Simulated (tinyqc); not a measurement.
Segment and feed resistance from two drops.

Question. A rail is fed at one end through Rq; K loads of Ij follow, each after a segment Rs. The drop at load j is K Ij Rq + Rs Ij sum_(l=1..j) (K - l + 1). Find Rs, Rq and the worst drop, at the middle, if the rail were fed through Rq at both ends: K Ij Rq/2 + Rs Ij K^2/8 with the load taken as continuous.

Parameters, values chosen for the exercise:
- K = 15 (number of equal loads)
- Ij = 0.81 mA (current of each load)

drops at the first and at the last load (mV): 3.402  12.757500

Answer. The difference of the two drops is Rs Ij K (K - 1)/2, which gives Rs; the first drop then gives Rq.

Rs = 0.1100 ohm
Rq = 0.1700 ohm
drop at the middle with two feeds = 3.539 mV

Numbers from tinyqc (`OMP_NUM_THREADS=1 python tinyqc.py 2770138 2770139 out.jsonl`; about 0.3 s on one thread of a shared Intel Xeon 2.30GHz).
